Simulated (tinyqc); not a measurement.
Inside a calculation. Method: tight binding, kagome lattice. One step of it, computed by the program tinyqc.

Task: Levels at k. Diagonalise the Hermitian matrix.

H(k) at k (eV), lower triangle (Hermitian):
```
                     A                    B         C
A             0.000000
B  -1.393429+0.885070i             0.000000
C  -0.994930-0.486571i  -1.880000+1.010000i  0.000000
```

Give: eigenvalues; weights |c|^2 of the basis functions.

Result:

eigenvalues (eV): -2.9423  0.0523  2.8900

weights |c|^2 of the basis functions:
```
   band 1  band 2  band 3
A  0.2349  0.5356  0.2295
B  0.4254  0.1440  0.4305
C  0.3397  0.3203  0.3400
```
